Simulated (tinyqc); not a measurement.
# Valence-band offset from core levels (Kraut method), with the dipole against the affinity rule, step by step

tinyqc, about 0.01 s, one thread, Intel Xeon 2.30GHz (shared host): `OMP_NUM_THREADS=1 python tinyqc.py 2410155 2410156 out.jsonl` Printed values are rounded.

Binding energies are counted downwards from the Fermi level. dEv > 0 means that the valence edge of B lies below that of A, dEc > 0 that the conduction edge of B lies above that of A; dEc + dEv = EgB - EgA. The spectra are made-up values treated as data.

Values chosen for this exercise; gaps and affinities close to those of 4H silicon carbide (A) and zirconium oxide (B):
```
symbol  value  unit                                        meaning
EgA      3.27    eV                         gap of the substrate A
EgB      5.81    eV                         gap of the overlayer B
chiA     3.59    eV                         electron affinity of A
chiB     2.51    eV                         electron affinity of B
cA      59.73    eV                           core level of bare A
cB      51.25    eV                          core level of thick B
vB       2.58    eV                valence-band maximum of thick B
ei          7        relative permittivity inside the dipole layer
dd        0.3    nm                  thickness of the dipole layer
iA       59.5    eV         core level of A under a thin film of B
iB      49.67    eV              core level of B in that thin film
bg         26                         background counts in the gap
```

Constants: q = 1.602176634e-19 C, eps0 = 8.8541878128e-14 F/cm where lengths are in cm. Results are converted to the units shown.

## Valence-band maximum of bare A

```
point  binding energy (eV)  counts on the leading edge
0                     0.62                          98
1                     0.74                         132
2                     0.86                         167
3                     0.98                         201
4                      1.1                         237
5                     1.22                         270
```

Fit a straight line to the leading edge by least squares; the maximum vA lies where it meets the background.

slope = 287.8571 counts/eV
intercept = -80.66190 counts
vA = 0.3705376 eV

## Offsets

dEv = (iB - iA) - (cB - vB) + (cA - vA), dEc = EgB - EgA - dEv.

cA - vA = 59.35946 eV
cB - vB = 48.67 eV
iB - iA = -9.83 eV
dEv = 0.8594624 eV
dEc = 1.680538 eV

The alignment is type I (straddling). The valence-band offset is below the 1 eV usually asked of a gate dielectric. A rigid shift of all levels, by charging or doping, cancels in the differences.

## Interface dipole

The affinity rule gives dEc(0) = chiA - chiB; the dipole step is D = dEc - dEc(0), and two sheets of opposite charge dd apart hold N = eps0 ei |D|/(q dd).

dEc(0) = 1.08 eV
D = 0.6005376 eV
N = 7.743822e13 cm^-2
field in the dipole layer = 20.01792 MV/cm

N is 0.11 elementary charges for each of about 7e14 surface atoms per cm^2.
